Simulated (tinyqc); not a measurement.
# Inverter chain driving a load

N inverters, each f = Hc^(1/N) times larger than the one before: delay tau N (f + pp). Switched capacitance in units of the first input, with output capacitance pp times the input: Hc + (1 + pp)(Hc - 1)/(f - 1).

Parameters, values chosen for the exercise:
- Hc = 1500 (load over the input capacitance of the chain)
- pp = 1 (parasitic delay of an inverter)
- tau = 3.3 ps (delay unit)

Results:

| N | f | delay (ps) | switched capacitance |
|---|---|---|---|
| 3 | 11.45 | 123.2 | 1787 |
| 4 | 6.223 | 95.35 | 2074 |
| 5 | 4.317 | 87.74 | 2404 |
| 7 | 2.843 | 88.77 | 3127 |
| 8 | 2.495 | 92.26 | 3506 |
| 9 | 2.254 | 96.64 | 3891 |
| 10 | 2.078 | 101.6 | 4282 |

Estimate the missing row, N = 6.

Computed row:

| N | f | delay (ps) | switched capacitance |
|---|---|---|---|
| 6 | 3.383 | 86.79 | 2758 |

With this row back in the table: The delay goes from 123 through a minimum of 86.8 (at N = 6 among the rows listed) to 102 ps. The best stage effort solves pp + rho (1 - ln rho) = 0, rho = 3.59, which gives N = ln Hc/ln rho = 5.72. One stage fewer than the best costs 1.1 % in delay and saves 13 % of the switched capacitance.

Program tinyqc, `OMP_NUM_THREADS=1 python tinyqc.py 2082080 2082081 out.jsonl`; Intel Xeon 2.30GHz, shared host, one thread, about 0.01 s.
